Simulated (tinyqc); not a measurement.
Worked calculation: UKS/BLYP in the sto-3g basis, for H4, spin multiplicity 3. One step of it, computed by the program tinyqc.

Task: Iteration 1: diagonalisation and new density. A level shift of 0.2 hartree raises the virtual space: F + shift (S - S D(s) S), with D(s) the density of one spin. Diagonalise F' = X^T F X, C = X C', fill 3 alpha and 1 beta electrons from the bottom; D(s) = C_occ C_occ^T. Each column has its largest component positive (the first on a tie).

F(alpha) (hartree):
```
,1H 1s,2H 1s,3H 1s,4H 1s
1H 1s,0.157192,-0.173052,-0.037757,-0.009660
2H 1s,-0.173052,-0.073798,-0.129490,-0.047476
3H 1s,-0.037757,-0.129490,-0.453598,-0.498256
4H 1s,-0.009660,-0.047476,-0.498256,-0.531142
```

F(beta) (hartree):
```
,1H 1s,2H 1s,3H 1s,4H 1s
1H 1s,0.184782,-0.108658,-0.030564,-0.008393
2H 1s,-0.108658,0.183972,-0.091430,-0.040173
3H 1s,-0.030564,-0.091430,-0.231853,-0.439131
4H 1s,-0.008393,-0.040173,-0.439131,-0.519944
```

X:
```
,1H 1s,2H 1s,3H 1s,4H 1s
1H 1s,1.187164,-0.402165,0.039792,-0.011501
2H 1s,-0.402165,1.214377,-0.155257,0.039823
3H 1s,0.039792,-0.155257,1.214946,-0.402887
4H 1s,-0.011501,0.039823,-0.402887,1.187722
```

D(alpha) at the start:
```
,1H 1s,2H 1s,3H 1s,4H 1s
1H 1s,1.403021,-0.931007,-0.076949,0.415827
2H 1s,-0.931007,1.652023,-0.350731,0.046845
3H 1s,-0.076949,-0.350731,1.325972,-0.304065
4H 1s,0.415827,0.046845,-0.304065,0.244820
```

D(beta) at the start:
```
,1H 1s,2H 1s,3H 1s,4H 1s
1H 1s,1.004948,-0.198241,0.054132,0.405148
2H 1s,-0.198241,0.039106,-0.010678,-0.079922
3H 1s,0.054132,-0.010678,0.002916,0.021824
4H 1s,0.405148,-0.079922,0.021824,0.163336
```

overlap S:
```
,1H 1s,2H 1s,3H 1s,4H 1s
1H 1s,1.000000,0.597639,0.055064,0.009978
2H 1s,0.597639,1.000000,0.219803,0.055166
3H 1s,0.055064,0.219803,1.000000,0.598279
4H 1s,0.009978,0.055166,0.598279,1.000000
```

Give: F' = X^T F X; orbital energies; coefficients C; F' = X^T F X; orbital energies; coefficients C; D(alpha) after iteration 1; D(beta) after iteration 1.

Result:

F' = X^T F X (alpha) (hartree):
```
,1,2,3,4
1,0.4012,-0.3145,0.0472,-0.0814
2,-0.3145,0.1214,-0.1193,0.0264
3,0.0472,-0.1193,-0.2216,-0.3602
4,-0.0814,0.0264,-0.3602,-0.1805
```

orbital energies (alpha) (hartree): MO1 -0.5720, MO2 -0.0785, MO3 0.1290, MO4 0.6421

coefficients C (alpha):
```
,MO1,MO2,MO3,MO4
1H 1s,0.0437,0.2728,0.3356,1.1764
2H 1s,0.0439,0.7980,-0.0060,-1.0117
3H 1s,0.5941,-0.0166,-1.0637,0.4235
4H 1s,0.5105,-0.2265,1.0760,-0.3239
```

F' = X^T F X (beta) (hartree):
```
,1,2,3,4
1,0.4353,-0.3803,0.0105,-0.0873
2,-0.3803,0.6295,-0.1544,0.0370
3,0.0105,-0.1544,0.2306,-0.3592
4,-0.0873,0.0370,-0.3592,-0.1834
```

orbital energies (beta) (hartree): MO1 -0.4038, MO2 0.1428, MO3 0.4040, MO4 0.9690

coefficients C (beta):
```
,MO1,MO2,MO3,MO4
1H 1s,0.1201,0.6357,-0.3824,-1.0040
2H 1s,0.0155,0.4379,0.1041,1.2080
3H 1s,0.2576,0.1309,1.1581,-0.4894
4H 1s,0.8113,-0.2870,-0.8617,0.3027
```

D(alpha) after iteration 1:
```
,1H 1s,2H 1s,3H 1s,4H 1s
1H 1s,0.1890,0.2176,-0.3355,0.3216
2H 1s,0.2176,0.6387,0.0192,-0.1648
3H 1s,-0.3355,0.0192,1.4848,-0.8375
4H 1s,0.3216,-0.1648,-0.8375,1.4698
```

D(beta) after iteration 1:
```
,1H 1s,2H 1s,3H 1s,4H 1s
1H 1s,0.0144,0.0019,0.0309,0.0974
2H 1s,0.0019,0.0002,0.0040,0.0126
3H 1s,0.0309,0.0040,0.0664,0.2090
4H 1s,0.0974,0.0126,0.2090,0.6582
```
